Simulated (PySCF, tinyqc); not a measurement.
Inside a calculation. Method: G0W0 on RHF in the sto-6g basis, for H6, spin multiplicity 1. The lowest restricted solution is unstable here: a spin-polarised one lies 0.0001 hartree lower (PySCF). One step of it, computed by the program tinyqc.

Question. G0W0 on Hartree-Fock: HOMO. W(p,q,m) = sqrt2 sum_ia (pq|ia) (X+Y)_ia,m; Sigma_c(x) = sum_(i,m) W^2/(x - e_i + w_m) + sum_(a,m) W^2/(x - e_a - w_m); solve x = e_p + Sigma_c(x) by Newton steps; Z = 1/(1 - dSigma/dx); 1 hartree = 27.211386 eV.

orbital energies (hartree): [-0.588564, -0.495909, -0.362900, 0.226162, 0.482347, 0.756654]

Two-electron integrals over orbitals (pq|rs), unique and non-zero (hartree):
```
(11|11) 0.388912    (21|21) 0.125846    (22|11) 0.307937    (22|22) 0.359554
(31|11) 0.076554    (31|22) -0.048174   (31|31) 0.118166    (32|21) -0.112823
(32|32) 0.132090    (33|11) 0.352572    (33|22) 0.319484    (33|31) 0.035358
(33|33) 0.352952    (41|21) -0.040657   (41|32) -0.009656   (41|41) 0.083183
(42|11) -0.060941   (42|22) 0.000757    (42|31) -0.052883   (42|33) -0.009805
(42|42) 0.076505    (43|21) -0.066926   (43|32) 0.064439    (43|41) 0.015138
(43|43) 0.086961    (44|11) 0.354144    (44|22) 0.320242    (44|31) 0.034164
(44|33) 0.345902    (44|42) -0.017787   (44|44) 0.358269    (51|11) 0.008455
(51|22) 0.029757    (51|31) -0.025348   (51|33) -0.012962   (51|42) -0.037733
(51|44) -0.005629   (51|51) 0.051325    (52|21) 0.028511    (52|32) 0.004541
(52|41) -0.055937   (52|43) 0.041046    (52|52) 0.091829    (53|11) -0.066148
(53|22) -0.003150   (53|31) -0.055649   (53|33) -0.020215   (53|42) 0.073237
(53|44) -0.016773   (53|51) -0.033415   (53|53) 0.077747    (54|21) -0.113709
(54|32) 0.127086    (54|41) -0.002529   (54|43) 0.065970    (54|52) 0.002943
(54|54) 0.135108    (55|11) 0.320494    (55|22) 0.364248    (55|31) -0.040470
(55|33) 0.330039    (55|42) -0.002864   (55|44) 0.336881    (55|51) 0.029494
(55|53) -0.005259   (55|55) 0.385047    (61|21) 0.001350    (61|32) 0.017953
(61|41) -0.029839   (61|43) -0.051830   (61|52) -0.035180   (61|54) 0.015614
(61|61) 0.070024    (62|11) -0.011963   (62|22) -0.032760   (62|31) 0.023697
(62|33) 0.005229    (62|42) 0.034980    (62|44) 0.007207    (62|51) -0.048284
(62|53) 0.036900    (62|55) -0.032117   (62|62) 0.050377    (63|21) 0.042914
(63|32) 0.003141    (63|41) -0.079992   (63|43) -0.016571   (63|52) 0.056513
(63|54) 0.004042    (63|61) 0.028966    (63|63) 0.084556    (64|11) -0.078880
(64|22) 0.042378    (64|31) -0.114806   (64|33) -0.036906   (64|42) 0.055246
(64|44) -0.037947   (64|51) 0.022803    (64|53) 0.057243    (64|55) 0.043646
(64|62) -0.022957   (64|64) 0.123368    (65|21) -0.129257   (65|32) 0.117628
(65|41) 0.041627    (65|43) 0.071159    (65|52) -0.029385   (65|54) 0.122596
(65|61) -0.002057   (65|63) -0.046618   (65|65) 0.143935    (66|11) 0.411300
(66|22) 0.327023    (66|31) 0.080945    (66|33) 0.375469    (66|42) -0.066098
(66|44) 0.382215    (66|51) 0.009807    (66|53) -0.072801   (66|55) 0.348035
(66|62) -0.013884   (66|64) -0.088423   (66|66) 0.455192
```

excitation energies w (hartree): [0.711950, 0.773909, 0.889363, 1.008545, 1.079776, 1.141613, 1.370490, 1.410072, 1.509814]

X + Y, order 1>4, 1>5, 1>6, 2>4, 2>5, 2>6, 3>4, 3>5, 3>6:
```
[[-0.136263, 0.000000, 0.881312, 0.000000, -0.084439, 0.000000, -0.253218, 0.000000, -0.100190],
 [0.000000, 0.072410, 0.000000, 0.394321, 0.000000, 0.805769, 0.000000, -0.346019, 0.000000],
 [0.105778, 0.000000, 0.124518, 0.000000, 0.238646, 0.000000, -0.200730, 0.000000, 0.894018],
 [0.000000, 0.837034, 0.000000, 0.365097, 0.000000, -0.141977, 0.000000, 0.126049, 0.000000],
 [-0.207818, 0.000000, 0.240213, 0.000000, 0.768720, 0.000000, 0.428141, 0.000000, -0.067607],
 [0.000000, -0.027470, 0.000000, -0.131096, 0.000000, 0.494874, 0.000000, 0.822992, 0.000000],
 [0.884180, 0.000000, 0.117013, 0.000000, 0.102560, 0.000000, 0.022401, 0.000000, -0.073945],
 [0.000000, -0.517096, 0.000000, 0.740087, 0.000000, -0.197709, 0.000000, 0.171098, 0.000000],
 [0.049478, 0.000000, 0.294193, 0.000000, -0.532324, 0.000000, 0.696076, 0.000000, 0.216592]]
```

Give: The 12 largest terms at x = e_p; Newton steps; quasiparticle energy of the HOMO; Hartree-Fock value.

Answer.

The 12 largest terms at x = e_p (hartree; W for the signs of X + Y given):
```
q  m        W     term
1  4  -0.1041   0.0088
2  1   0.0840   0.0084
6  7   0.1374  -0.0076
4  1   0.0848  -0.0055
5  4   0.0937  -0.0047
5  8   0.0912  -0.0037
4  9  -0.0858  -0.0035
6  9   0.0702  -0.0019
4  5   0.0504  -0.0015
5  6  -0.0487  -0.0012
3  4  -0.0344   0.0012
6  3  -0.0430  -0.0009
```

Newton steps (hartree):
```
step        x  Sigma_c(x)       Z
0     -0.3629     -0.0121  0.9651
1     -0.3746     -0.0117  0.9649
2     -0.3746     -0.0117  0.9649
```

quasiparticle energy of the HOMO = -10.1934 eV

Hartree-Fock value = -9.8750 eV
